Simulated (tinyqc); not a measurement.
X-ray photoelectron analysis of a thin oxide on a semiconductor: attenuation lengths, thickness, angle series and band offsets: one step, computed by the program tinyqc. Command: `OMP_NUM_THREADS=1 python tinyqc.py 3113097 3113098 out.jsonl xps walk`. One thread of a shared host (Intel(R) Xeon(R) Processor @ 2.30GHz), about 0.01 s of CPU time with the checks.

The same element is seen in the oxide and in the substrate, at nearly the same kinetic energy; films are flat and uniform, and the work function is ignored.

Task: Band offsets by core levels. Valence band offset = (E_core - E_v)(substrate) - (E_core - E_v)(oxide) + (core level separation at the interface, oxide less substrate). The separation is made here from the given offset; a uniform field F that raises the binding energy towards the surface shifts the oxide peak by e F <z>, <z> = d/(1 - exp(-x)) - d/x, x = d/(L_o cos theta), being the mean distance from the interface. Conduction band offset = oxide gap - substrate gap - valence band offset.

Inputs (values chosen for the exercise, modelled on SiO2 on 4H-SiC):
```
quantity                                       value   unit
oxide gap                                       9.01     eV
substrate gap                                   3.26     eV
oxide thickness d                                1.2     nm
valence band offset used to make the data       2.83     eV
core level less valence band top, substrate    99.02     eV
core level less valence band top, thick oxide  98.71     eV
field in the oxide                               1.2  MV/cm
```

d/(L_o cos theta) = 0.4974936

Give: separation without field; <z>; separation with field; apparent valence band offset; true conduction band offset; apparent conduction band offset.

Result:

separation without field = 2.52 eV

<z> = 0.6495 nm

separation with field = 2.598 eV

apparent valence band offset = 2.908 eV

true conduction band offset = 2.92 eV

apparent conduction band offset = 2.842 eV

The field biases both offsets by 0.078 eV, in opposite directions.
